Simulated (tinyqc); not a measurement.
Which single mass stands for the valley: donor in an ellipsoidal valley (Kohn-Luttinger variational method). Computed by tinyqc, a small Python program. Command: `OMP_NUM_THREADS=1 python tinyqc.py 3025856 3025857 out.jsonl kohnlutt walk`. One thread of a shared host (Intel(R) Xeon(R) Processor @ 2.30GHz), about 0.03 s of CPU time with the checks.

H = -(d^2/dx^2 + d^2/dy^2) - gamma d^2/dz^2 - 2/r in units built on m_t, with gamma = m_t/m_l and z along the valley axis. One valley; no valley-orbit or central-cell term.

Inputs (values chosen for the exercise, modelled on diamond): transverse mass m_t = 0.345 m_0; longitudinal mass m_l = 1.5 m_0; dielectric constant eps = 5.77.

Constants: Ry = 13.605693123 eV; a_0 = 0.529177210903 angstrom.

Method:
- Ry* = Ry m_t/eps^2, a* = a_0 eps/m_t, gamma = m_t/m_l.
- Trial function exp(-sqrt((x^2 + y^2)/a^2 + z^2/b^2)) with beta = b/a < 1: E = t/a^2 - u/a, t = (2 + gamma/beta^2)/3, u = 2 arcsin(sqrt(1 - beta^2))/sqrt(1 - beta^2); the best a is 2 t/u and E(beta) = -u^2/(4 t).
- Golden-section search on beta from 0.05 to 0.999, 60 steps.
- Gaussian basis: g = P exp(-al (x^2 + y^2) - be z^2) with P = 1 (s-like), z (2p0) or x (2p+-); al = 0.004 x 2.6^k, k = 0..11, and be/al = 1, gamma^(-1/2) or 1/gamma (36 functions); 1/r = (2/sqrt(pi)) int exp(-t^2 r^2) dt by 48 Gauss-Legendre points after t = sqrt(al_i + al_j) tan(theta); overlap eigenvalues below 1e-10 are dropped.
- A hydrogenic level is Ry m/eps^2 for one mass m; errors are against the Gaussian basis.

gamma = 0.23

1s binding energy, Gaussian basis = 215.607 meV

1s binding energy, trial function = 215.357 meV

1s binding energy:
```
rule                                      mass (m_0)  binding (meV)  error (%)
transverse mass                               0.3450         140.99     -34.61
conductivity mass 3/(2/m_t + 1/m_l)           0.4641         189.67     -12.03
density-of-states mass (m_t^2 m_l)^(1/3)      0.5631         230.12       6.73
longitudinal mass                             1.5000         613.00     184.31
trial function with a and b                        -         215.36      -0.12
mass that fits 1s                             0.5276         215.61       0.00
```

What does the comparison show, and why?

The conductivity mass, which is what a spherical trial function (a = b) gives, falls short by 12.0 %, as a restricted variational bound must; the density-of-states mass is off by +6.7 %. The mass that fits lies between the two. Caution: a* is only a few bond lengths, so central-cell and valley-orbit terms are large. Caution: the short radius is only a few bond lengths, so the envelope approximation is rough.

Extremes, crossings and ranges named in words are read from the listed rows.
